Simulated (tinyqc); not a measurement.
# Gas flow in a process chamber: flow regimes, conductance, effective pumping speed, pump-down, outgassing and purge, step by step

A worked calculation. Computed by tinyqc, a small Python program that keeps every step. Command: `OMP_NUM_THREADS=1 python tinyqc.py 3120426 3120427 out.jsonl pump walk`. One thread of a shared host (Intel(R) Xeon(R) Processor @ 2.30GHz), about 0.09 s of CPU time with the checks. Intermediate numbers are printed to about 6 digits and carried at full precision; extremes and crossings named in words are read from the listed rows.

Ideal gas, isothermal flow, a pump of constant speed at the end of a round pipe; process gas, volume gas and outgassing are given the same properties. 1 sccm = 101325 Pa x 1e-6 m^3/60 s x T/273.15 K.

Inputs (values chosen for the exercise, modelled on water vapour near room temperature):

| quantity | value | unit |
|---|---|---|
| molar mass M | 18.02 | g/mol |
| molecular diameter | 0.46 | nm |
| viscosity eta | 9.9 | micropascal s |
| temperature T | 293 | K |
| chamber volume V | 250 | L |
| wall area | 0.88 | m^2 |
| pipe diameter d | 25 | cm |
| pipe length l | 380 | cm |
| pump speed S | 1700 | L/s |
| process gas flow | 810 | sccm |
| outgassing rate after 1 h | 6.2e-06 | Pa m^3/(s m^2) |
| outgassing exponent n | 0.92 | - |
| starting pressure p0 | 440 | Pa |
| target base pressure | 3e-05 | Pa |

Constants: k_B = 1.380649e-23 J/K; u = 1.6605390666e-27 kg.

## Molecular flow

Mean speed c = sqrt(8 k_B T/(pi m)); aperture conductance C_a = c pi d^2/16; molecular pipe C_m = C_a/(1 + 3 l/(4 d)) (Dushman form); viscous pipe C_v = pi d^4 p_mean/(128 eta l); Knudsen interpolation C = C_v + C_m (1 + x)/(1 + 1.24 x), x = d p_mean sqrt(m/(k_B T))/eta. Effective speed 1/S_eff = 1/S + 1/C_m; time constant V/S_eff; pressure at which the free path k_B T/(sqrt2 pi d_m^2 p) equals d.

mean speed c = 586.737 m/s

C_a = 7200.35 L/s

C_m = 580.673 L/s

S_eff in molecular flow = 432.830 L/s

time constant = 0.577594 s

pressure where the free path equals d = 0.0172120 Pa

The pipe passes on 25 % of the pump speed; a larger pump would gain little, since S_eff cannot exceed C_m.

## Process pressure

Steady flow: the pump inlet is at p_2 = Q/S, and the chamber pressure p_1 solves Q = C((p_1 + p_2)/2) (p_1 - p_2). Residence time = p_1 V/Q. Knudsen number = free path at the mean pressure over d.

throughput Q = 1467.29 Pa L/s

p_2 = 0.863113 Pa

chamber pressure p_1 = 1.31525 Pa

conductance C = 3245.24 L/s

residence time = 0.224095 s

Knudsen number = 0.0158027

The flow in the pipe is transitional.

## Purging a well-mixed chamber

With steady flow a contaminant decays as exp(-t/residence time); gas used = flow x time.

time to dilute 1e3 times = 1.54799 s

time to dilute 1e6 times = 3.09598 s

gas used for 1e6 = 41.7958 standard cm^3

## Pump-down curve

Pump-down: V dp/dt = -S_eff(p) p + q(t) A, with S_eff = S p_2/p, where p_2 solves C((p + p_2)/2) (p - p_2) = S p_2 at each moment, and q(t) = q_1 (1 h/(t + 10 s))^n; integrated adaptively. At long times p = q(t) A/S_eff. S_eff(p) is tabulated at 260 pressures and interpolated in ln p. Comparison columns: p0 exp(-t/time constant) with the molecular S_eff (0 below 1e-26 p0), and the outgassing limit.

Pressure against time:

| t (s) | p (Pa) | S_eff (L/s) | volume gas only (Pa) | outgassing limit (Pa) |
|---|---|---|---|---|
| 0.3 | 5.77912e+01 | 1680.53 | 2.61747e+02 | 2.75769e-03 |
| 1 | 9.83939e-01 | 1006.26 | 7.79022e+01 | 2.59582e-03 |
| 3 | 1.70172e-02 | 418.06 | 2.44198e+00 | 2.22601e-03 |
| 10 | 1.55289e-03 | 429.42 | 1.33174e-05 | 1.49764e-03 |
| 30 | 8.05902e-04 | 430.97 | 1.21999e-20 | 7.91516e-04 |
| 100 | 3.14160e-04 | 432.08 | 0 | 3.12086e-04 |
| 300 | 1.20599e-04 | 432.54 | 0 | 1.20310e-04 |
| 1000 | 4.06170e-05 | 432.73 | 0 | 4.05863e-05 |
| 3600 | 1.25760e-05 | 432.80 | 0 | 1.25733e-05 |
| 20000 | 2.60151e-06 | 432.82 | 0 | 2.60140e-06 |
| 100000 | 5.91996e-07 | 432.83 | 0 | 5.91991e-07 |

From t = 10 s on the pressure is within 20 % of the outgassing limit, which falls only as (t + 10 s)^-0.92: walls, not volume, set the time to base pressure. Early on viscous flow raises S_eff to 1680 L/s, 3.9 times its molecular value.

## Time to base pressure

From the outgassing limit: t = 1 h x (q_1 A/(S_eff p_target))^(1/n) - 10 s; monolayer time at the target = 1e19 m^-2 x 4 k_B T/(p c) for unit sticking.

time to the target = 0.386887 h

monolayer time = 9.19276 s

Checks made by the program: throughput from C and the pressure drop (relative difference below 1e-10).
